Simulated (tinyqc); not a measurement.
# Worked calculation: on-chip power grid, static voltage drop by conjugate gradients

tinyqc, about 0.08 s, one thread, Intel Xeon 2.30GHz (shared host): `OMP_NUM_THREADS=1 python tinyqc.py 2770206 2770207 out.jsonl` Printed values are rounded.

A grid of 4 rows and 3 columns, node k = 3 row + column. Neighbours in a row are joined by Rx, in a column by Ry; pad nodes, which reach the supply through Rp: 0. Each node draws I0, node 7 draws kh I0. The drops u = Vdd - V solve G u = i, with G the conductance matrix (1/Rp added on the diagonal at pad nodes).

Values chosen for this exercise:
```
symbol  value  unit                                   meaning
Vdd         1     V                            supply voltage
Rx        0.3   ohm        resistance of a horizontal segment
Ry       0.49   ohm          resistance of a vertical segment
Rp       0.38   ohm  resistance from a pad node to the supply
I0        8.3    mA          load current of an ordinary node
kh          5              factor on the load at the hot node
```

## Diagonal of G, loads and first direction

G_kk = sum of the conductances at node k. Start u = 0, so the residual is r = i; p = r.

G_kk (S):
```
          col 0     col 1     col 2
row 0  8.005729  8.707483  5.374150
row 1  7.414966  10.74830  7.414966
row 2  7.414966  10.74830  7.414966
row 3  5.374150  8.707483  5.374150
```

r at the start (mA):
```
       col 0  col 1  col 2
row 0    8.3    8.3    8.3
row 1    8.3    8.3    8.3
row 2    8.3   41.5    8.3
row 3    8.3    8.3    8.3
```

p at the start (mA):
```
       col 0  col 1  col 2
row 0    8.3    8.3    8.3
row 1    8.3    8.3    8.3
row 2    8.3   41.5    8.3
row 3    8.3    8.3    8.3
```

## Iteration 1: conjugate-gradient step

u at the start (mV):
```
       col 0  col 1  col 2
row 0      0      0      0
row 1      0      0      0
row 2      0      0      0
row 3      0      0      0
```

q = G p; a = (r.r)/(p.q); u(new) = u + a p; r(new) = r - a q; b = (r.r)(new)/(r.r); p(new) = r(new) + b p.

q (mA S):
```
           col 0     col 1      col 2
row 0    21.8421    0.0000     0.0000
row 1     0.0000  -67.7551     0.0000
row 2  -110.6667  356.8435  -110.6667
row 3     0.0000  -67.7551     0.0000
```

a = 0.2061804 ohm

u after iteration 1 (mV):
```
          col 0     col 1     col 2
row 0  1.711297  1.711297  1.711297
row 1  1.711297  1.711297  1.711297
row 2  1.711297  8.556487  1.711297
row 3  1.711297  1.711297  1.711297
```

r after iteration 1 (mA):
```
          col 0      col 1     col 2
row 0   3.79659    8.30000   8.30000
row 1   8.30000   22.26977   8.30000
row 2  31.11730  -32.07415  31.11730
row 3   8.30000   22.26977   8.30000
```

b = 1.768102

p after iteration 1 (mA):
```
          col 0     col 1     col 2
row 0  18.47183  22.97524  22.97524
row 1  22.97524  36.94502  22.97524
row 2  45.79254  41.30208  45.79254
row 3  22.97524  36.94502  22.97524
```

## Iteration 2: conjugate-gradient step

As before.

q (mA S):
```
          col 0     col 1     col 2
row 0   24.4081  -13.4984    0.0000
row 1  -83.9412  112.7496  -93.1318
row 2  108.1000  -12.1525  108.1000
row 3  -93.1318   84.2399  -93.1318
```

a = 0.5177546 ohm

u after iteration 2 (mV):
```
          col 0     col 1     col 2
row 0  11.27517  13.60684  13.60684
row 1  13.60684  20.83975  13.60684
row 2  25.42060  29.94083  25.42060
row 3  13.60684  20.83975  13.60684
```

r after iteration 2 (mA):
```
           col 0      col 1      col 2
row 0   -8.84080   15.28884    8.30000
row 1   51.76093  -36.10686   56.51943
row 2  -24.85200  -25.78212  -24.85200
row 3   56.51943  -21.34581   56.51943
```

b = 3.717851

p after iteration 2 (mA):
```
          col 0     col 1     col 2
row 0   59.8347  100.7074   93.7185
row 1  137.1795  101.2492  141.9380
row 2  145.3979  127.7729  145.3979
row 3  141.9380  116.0103  141.9380
```

## Course of the conjugate-gradient iteration

Stop when |r| is below 1e-9 mA.

Course of the iteration:
```
iteration  largest u (mV)  |r| (mA)
1                8.556487      66.2
2                29.94083       128
3                72.44154       138
4                92.45686      78.1
5                100.4245      30.0
6                101.1202      5.76
7                101.4327      3.10
8                101.7376      1.60
9                101.8847     0.987
10               101.9252     0.369
11               101.9202     0.115
12               101.9084   < 1e-11
```

Converged in 12 iterations for 12 unknowns; in exact arithmetic the method needs at most 12. The condition number of the matrix is 135. Gauss-Seidel sweeps in node order need 737 to reach the same residual.

## Worst drop, pad currents and power lost

converged u (mV):
```
          col 0     col 1     col 2
row 0   50.4640   70.1308   78.3599
row 1   79.3466   84.7453   87.7339
row 2   95.3443   99.2293   97.9221
row 3  100.9294  101.8589  101.9084
```

Pad current u/Rp; worst drop as a share of Vdd; power lost in the grid and pads sum_k i_k u_k; power delivered sum_k i_k (Vdd - u_k).

worst drop = 101.9084 mV
share of Vdd = 10.19084 %
pad currents (mA): node 0 132.8
power lost = 11.99259 mW
power delivered = 120.8074 mW

The pad currents add up to the total load, 132.8 mA. The worst drop is at node 11, not at the hot node.
